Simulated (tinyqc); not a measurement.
Worked calculation: coherent transport through a tight-binding region between two chains. Computed by tinyqc, a small Python program that keeps every step. Settings: temperature = 300, mu = -0.33. Command: `OMP_NUM_THREADS=1 python tinyqc.py 28010 28011 out.jsonl` (the two numbers bound the seeds that draw the settings). One thread of a shared host (Intel(R) Xeon(R) Processor @ 2.60GHz), about 0.1 s of CPU time with the checks.

## Transmission at E = -0.08 eV

H of the central region (eV):
```
,1,2,3
1,0.00000,-0.80000,0.00000
2,-0.80000,0.68000,-1.00000
3,0.00000,-1.00000,0.00000
```

Leads: semi-infinite chains with site energy 0:
```
parameter,value
lead hopping t (eV),2.570000
coupling to the left lead (eV),0.360000
coupling to the right lead (eV),0.440000
left contact site,1
right contact site,3
```

E = -0.08000 eV

Surface Green function g = (E - i sqrt(4 t^2 - E^2)) / (2 t^2); self-energy tc^2 g on each contact site; G = (E - H - Sigma)^(-1); Gamma = -2 Im Sigma; T = Gamma_L Gamma_R |G_LR|^2; local density of states -Im G_ii / pi.

g = -0.00606-0.38906i 1/eV

G (1/eV):
```
,1,2,3
1,-4.66678-3.77339i,0.55007-0.07950i,4.15148+2.95829i
2,0.55007-0.07950i,0.04946-0.04254i,0.59753+0.03127i
3,4.15148+2.95829i,0.59753+0.03127i,-2.86706-2.34287i
```

local density of states (1/eV): 1.20111  0.01354  0.74576

transmission = 0.39477

## Transmission across the band

The same steps on a grid of energies.

T(E):
```
E (eV),T
-4.8830000,6.42e-08
-4.3947000,3.34e-07
-3.9064000,1.07e-06
-3.4181000,3.20e-06
-2.9298000,1.01e-05
-2.4415000,3.73e-05
-1.9532000,0.00019
-1.4649000,0.00197
-0.9766000,0.75845
-0.4883000,0.03499
0.0000000,0.99881
0.4883000,0.01358
0.9766000,0.00547
1.4649000,0.01654
1.9532000,0.00333
2.4415000,0.00019
2.9298000,3.30e-05
3.4181000,8.23e-06
3.9064000,2.36e-06
4.3947000,6.62e-07
4.8830000,1.17e-07
```

levels of the isolated region (eV): -0.98499  0.00000  1.66499

## Current

I = (2e/h) int T(E) [f(E - mu - V/2) - f(E - mu + V/2)] dE at 300 K with mu = -0.33 eV, the bias not changing H; 2e^2/h = 77.48092 microsiemens; the integral runs over the band on 4001 points.

Current:
```
V (volt),I (microampere)
0.01000,0.04147
0.05000,0.20826
0.10000,0.42222
0.20000,0.89439
0.40000,2.37355
0.80000,11.72296
```
